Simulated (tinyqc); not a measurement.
Switching kinetics of a ferroelectric film and the memory window of a ferroelectric gate stack: one step, computed by the program tinyqc. Command: `OMP_NUM_THREADS=1 python tinyqc.py 3024769 3024770 out.jsonl feswitch walk`. One thread of a shared host (Intel(R) Xeon(R) Processor @ 2.30GHz), about 0.01 s of CPU time with the checks.

Fields in MV/cm; 1 microcoulomb/cm^2 over eps_0 is 11.29409 MV/cm. In the stack (metal, ferroelectric, interlayer, channel) the channel is taken as a conductor.

Question. Switched share after the pulse. Merz's law: t1 = t_inf exp[(E_a/E)^alpha] at the mean of the fields before and after switching. NLS: switched share = integral of [1 - exp(-(t/tau)^n)] F(z) dz over z = log10 tau, with the Lorentzian F = (1/pi) w/[(z - log10 t1)^2 + w^2].

Inputs (values chosen for the exercise, for a model hafnia-based film): coercive field E_c = 0.67 MV/cm; time constant t_inf = 1.5e-10 s; activation field E_a = 4.5 MV/cm; Merz exponent alpha = 1; dimension n = 2; half width w of log10 t = 1.2; pulse length t_p = 6.8e-08 s; breakdown field of the interlayer = 13 MV/cm.

Kinetics: nucleation-limited (NLS).

E_F before switching = 1.906972 MV/cm

E_F after switching = 0.2686612 MV/cm

Give: mean field; switching time t1; switched share.

Answer.

mean field = 1.0878 MV/cm

switching time t1 = 9.3896e-09 s

switched share = 0.71417

t_p is 7.2 t1. A field higher by 10 % would shorten t1 by a factor 1.5. The step approximation 1/2 + arctan[log10(t_p/t1)/w]/pi gives 0.698. Caution: the interlayer field exceeds its breakdown field, so charge injection would change the fields. Caution: E_F after switching lies below E_c, so switching stalls before P_s and that state is not reached. Caution: the field changes much during switching, so one mean field is a crude stand-in.
